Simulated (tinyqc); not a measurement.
p-n diode with diffusion and depletion-layer recombination: two steps of the calculation.

Abrupt junction in the depletion approximation, low injection, full ionisation, neutral widths fixed, ohmic contact on the p side. Vj is the junction voltage; where a series resistance Rs is given, V = Vj + J Rs is the terminal voltage.

Parameters, values chosen for the exercise; band and dielectric values close to those of silicon:
```
symbol,value,unit,meaning
T,400,K,temperature
Eg,1.11,eV,band gap
eps_r,11.6,,relative permittivity
Nc,4.34e19,cm^-3,conduction-band density of states at T
Nv,4.03e19,cm^-3,valence-band density of states at T
Na,3.3e16,cm^-3,acceptor density
Nd,2.4e17,cm^-3,donor density
tn,1e-7,s,electron lifetime
tp,3e-8,s,hole lifetime
Rs,0.00053,ohm cm^2,series resistance
Et,-0.17,eV,trap level above the intrinsic level
Vj,0.43,V,junction voltage at which recombination is evaluated
V,0.58,V,terminal voltage
```

Constants: q = 1.602176634e-19 C, kB = 1.380649e-23 J/K, Vt = kB T/q, eps0 = 8.8541878128e-14 F/cm where lengths are in cm. Results are converted to the units shown.

Question 1. Recombination in the depleted layer. ni = sqrt(Nc Nv) exp(-Eg/(2 Vt)), Eg in volts. Vbi = Vt ln(Na Nd/ni^2), W = sqrt(2 eps0 eps_r (Vbi - Vj)(1/Na + 1/Nd)/q), xp = W Nd/(Na + Nd), xn = W Na/(Na + Nd); u(x) = q Na (x + xp)^2/(2 eps0 eps_r) for x < 0 and Vbi - Vj - q Nd (xn - x)^2/(2 eps0 eps_r) for x > 0; p = Na exp(-u/Vt), n = Nd exp((u - Vbi + Vj)/Vt); U = ni^2 (exp(Vj/Vt) - 1)/(tp (n + ni exp(Et/Vt)) + tn (p + ni exp(-Et/Vt))); J_scr = q times the integral of U from -xp to xn. Trapezoid rule on 16 equal steps.

Give: W; x; u; n; p; U; J_scr.

Answer 1.

W = 106.3 nm

```
point  x (nm)   u (V)  n (cm^-3)  p (cm^-3)  U (cm^-3 s^-1)
0      -93.48  0.0000   1.434e14   3.300e16        1.407e21
1      -86.83  0.0011   1.482e14   3.193e16        1.454e21
2      -80.19  0.0045   1.637e14   2.892e16        1.601e21
3      -73.54  0.0102   1.930e14   2.452e16        1.880e21
4      -66.90  0.0182   2.431e14   1.947e16        2.351e21
5      -60.25  0.0284   3.271e14   1.447e16        3.123e21
6      -53.61  0.0409   4.702e14   1.007e16        4.384e21
7      -46.96  0.0557   7.219e14   6.556e15        6.429e21
8      -40.31  0.0728   1.184e15   3.998e15        9.577e21
9      -33.67  0.0921   2.074e15   2.282e15        1.355e22
10     -27.02  0.1137   3.881e15   1.219e15        1.592e22
11     -20.38  0.1376   7.759e15   6.101e14        1.342e22
12     -13.73  0.1637   1.657e16   2.857e14        8.098e21
13      -7.08  0.1921   3.778e16   1.253e14        3.928e21
14      -0.44  0.2228   9.205e16   5.142e13        1.675e21
15       6.21  0.2476   1.888e17   2.507e13        8.266e20
16      12.85  0.2558   2.400e17   1.972e13        6.519e20
```

J_scr = 0.009502 A/cm^2

Question 2. New Vj. Diffusion current alone: J = J0 (exp(Vj/Vt) - 1), g = Vj + J Rs - V, g' = 1 + Rs J0 exp(Vj/Vt)/Vt, Vj(new) = Vj - g/g'.

Vj at the start = 0.58 V
J0 = J0n + J0p = 1.3059751e-5 A/cm^2

Give: J; g; g'; Vj after iteration 1.

Answer 2.

J = 265.2 A/cm^2
g = 0.1406 V
g' = 5.078
Vj after iteration 1 = 0.5523 V

Numbers from tinyqc (`OMP_NUM_THREADS=1 python tinyqc.py 2260063 2260064 out.jsonl`; about 0.01 s on one thread of a shared Intel Xeon 2.30GHz).
